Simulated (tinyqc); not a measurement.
Trading HF for NH4F at fixed fluoride: speciation in dilute and buffered hydrofluoric acid, oxide etch rate and bath loading. Computed by tinyqc, a small Python program. Command: `OMP_NUM_THREADS=1 python tinyqc.py 3121249 3121250 out.jsonl hfetch walk`. One thread of a shared host (Intel(R) Xeon(R) Processor @ 2.30GHz), about 0.01 s of CPU time with the checks.

Concentrations stand for activities, NH4+ and Cl- are spectators, and water ionisation is neglected. H, F and HF2 denote the ions H+, F- and HF2-. The base temperature is 298 K.

Inputs (values chosen for the exercise, of the order of those for thermal oxide at room temperature):
```
quantity,value,unit
HF added,0.13,mol/L
NH4F added,0,mol/L
K1 = [H][F]/[HF],0.000649,mol/L
K2 = [HF2]/([HF][F]),3.9,L/mol
K3 = [H2F2]/[HF]^2,0,L/mol
rate constant of neutral HF k_a,13,nm L/(min mol)
rate constant of HF2 k_b,46,nm L/(min mol)
```

Method:
- Fluoride balance: [HF] + [F] + 2 [HF2] + 2 [H2F2] = HF added + NH4F added. Acid balance: [H] + [HF] + [HF2] + 2 [H2F2] = HF added + HCl added. For a trial [H], [HF] = [H][F]/K1, and the fluoride balance is a quadratic in [F].
- Rate = k_a ([HF] + 2 [H2F2]) + k_b [HF2], an empirical two-term form.
- Total fluoride is held at HF + NH4F added, without HCl; x is the share added as HF.

Against x:
```
x,pH,[F] (mol/L),[HF] (mol/L),[HF2] (mol/L),rate (nm/min)
0.05,4.6292,0.12144,0.00439,0.002082,0.1529
0.15,4.0696,0.10495,0.01378,0.005639,0.4385
0.30,3.6326,0.08185,0.02939,0.009381,0.8135
0.40,3.4068,0.06762,0.04084,0.010770,1.0263
0.50,3.1980,0.05437,0.05311,0.011261,1.2084
0.60,2.9923,0.04215,0.06611,0.010868,1.3594
0.75,2.6639,0.02592,0.08658,0.008751,1.5281
0.90,2.2736,0.01295,0.10630,0.005371,1.6290
1.00,1.9800,0.00721,0.11626,0.003267,1.6617
```

[HF2] is largest at x = 0.5 and the rate at x = 1 among these rows; HF2 needs both HF and F.

Extremes, crossings and ranges named in words are read from the listed rows.
